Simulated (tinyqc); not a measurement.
Inside a calculation. Model: CMOS latch-up, two-transistor model.

Program tinyqc, `OMP_NUM_THREADS=1 python tinyqc.py 2670118 2670119 out.jsonl`; Intel Xeon 2.30GHz, shared host, one thread, about 0.07 s. Printed values are rounded.

A parasitic pnp (emitter at Vdd, base shunted by Rw) and npn (emitter at ground, base shunted by Rs) feed each other: the npn collector current flows out of the pnp base node, the pnp collector current into the npn base node. Forward-active transistors with constant gains: Icn = Isn exp(Vn/Vt), Icp = Isp (exp(Vp/Vt) - 1). A current Ii is injected into the npn base node.

Inputs (values chosen for the exercise); values close to those of bulk CMOS: temperature T = 293 K; current gain of the npn bn = 15.1; current gain of the pnp bp = 4.5; saturation current of the npn at T Isn = 1.3e-15 A; saturation current of the pnp at T Isp = 1.3e-16 A; substrate resistance shunting the npn Rs = 94 ohm; well resistance shunting the pnp Rw = 3300 ohm; resistance from the pnp collector to the npn base R2 = 86 ohm; base-emitter voltage in the on state Von = 0.68 V; saturation voltage Vsat = 0.19 V; supply voltage Vdd = 1.2 V; current injected into the substrate Ii = 4.31 mA.

Constants: q = 1.602176634e-19 C, kB = 1.380649e-23 J/K, Vt = kB T/q. Results are converted to the units shown.

## Holding current and voltage

On state with both base-emitter voltages at Von: npn base current Ib = (Von/Rs + bp Von/Rw)/(bn bp - 1), holding current Ih = (bn + 1) Ib + Von/Rs, holding voltage Vh = Vsat + Von + R2 (Ib + Von/Rs).

bn bp = 67.95
Ib = 0.1219016 mA
Ih = 9.196659 mA
Vh = 1.502611 V

Vh is above Vdd = 1.2 V, so the supply cannot sustain a latched state.

## The off branch

Vn, point 0 to 7 (V): [0.45, 0.53, 0.58, 0.61, 0.63, 0.65, 0.665, 0.68]

Node equations: Vp/Rw + Icp/bp = Icn and Vn/Rs + Icn/bn = Icp + Ii. Loop gain G = gn gp/[(1/Rw + gp/bp)(1/Rs + gn/bn)], gn = Icn/Vt, gp = (Icp + Isp)/Vt; the off state ends where G = 1, and Ii there is the trigger current. For each Vn: Icn, then Vp from the first equation, then Ii from the second.

Icn, point 0 to 7 (mA): [7.1485e-5, 0.0016993, 0.012311, 0.040394, 0.089192, 0.19694, 0.35674, 0.64619]
Vp, point 0 to 7 (V): [2.3590e-4, 0.0056076, 0.040627, 0.13330, 0.29433, 0.64014, 0.73632, 0.76490]
Icp, point 0 to 7 (mA): [1.2203e-15, 3.2330e-14, 5.1975e-13, 2.5384e-11, 1.5020e-8, 0.013326, 0.60125, 1.8648]
Ii, point 0 to 7 (mA): [4.7872, 5.6384, 6.1710, 6.4920, 6.7080, 6.9146, 6.4968, 5.4120]
G, point 0 to 7: [4.5643e-15, 1.3417e-13, 3.8805e-12, 4.9653e-10, 6.3783e-7, 0.87803, 5.1958, 9.1687]

Ii peaks at 6.915 mA, at Vn = 0.6502 V where G = 1; beyond it the loop feeds itself.

## Iteration 1: response to the injected current, once round the loop per iteration

Vn at the start = 0.5 V

Icn = Isn exp(Vn/Vt); Vp solves Vp/Rw + Icp/bp = Icn; Vn(new) solves Vn/Rs + (Isn/bn) exp(Vn/Vt) = Icp + Ii.

Icn = 5.179018e-4 mA
Vp = 0.001709076 V
Icp = 9.104282e-15 mA
Vn after iteration 1 = 0.4051399 V

## Course of the iteration: response to the injected current, once round the loop per iteration

Stop when Vn changes by less than 1e-9 V, or after 150 iterations. Vn must stay below 1.1 V.

Course of the iteration:
```
iteration     Vn (V)  |change| (V)
1          0.4051399        0.0949
2          0.4051399       < 1e-14
```

Converged in 2 iterations. An off state exists, since Ii is below the trigger current, the largest Ii that the node equations allow, 6.915 mA.
